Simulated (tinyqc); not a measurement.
Scattering of inversion-layer electrons by surface optical phonons of the gate insulator (remote phonon scattering): one step, computed by the program tinyqc.

One subband with the Fang-Howard envelope; insulator and channel are half-spaces, the gate is far away, and an interlayer only moves the polar surface away by t (its own modes and its permittivity contrast are left out).

Question. Surface modes and strengths. eps(w) = eps_inf + (eps_0s - eps_i) w1^2/(w1^2 - w^2) + (eps_i - eps_inf) w2^2/(w2^2 - w^2). Surface modes solve eps(w) + eps_s = 0, a quadratic in w^2; the strength of a mode is g = 2/(w d eps/dw). Occupation N = 1/(exp(hbar w/(k_B T)) - 1).

Inputs (values chosen for the exercise, modelled on AlN on germanium):
```
quantity                                 value  unit
static constant of the insulator eps_0s   9.22     -
intermediate constant eps_i                7.3     -
optical constant eps_inf                  4.87     -
hbar omega_TO1                              81   meV
hbar omega_TO2                            88.4   meV
constant of the channel eps_s             16.2     -
temperature T                              350     K
```

Constants: k_B = 8.617333262e-05 eV/K.

Give: hbar omega_SO; strengths g; occupations N; hbar omega g (2 N + 1).

Answer.

hbar omega_SO (meV): 1 82.870, 2 94.907

strengths g: 1 0.0009372, 2 0.0071846

occupations N: 1 0.068469, 2 0.044925

hbar omega g (2 N + 1) (meV): 1 0.08830, 2 0.74313

The upper mode has the larger hbar omega g N, the prefactor of absorption before the dependence on q: 0.00532 and 0.0306 meV.
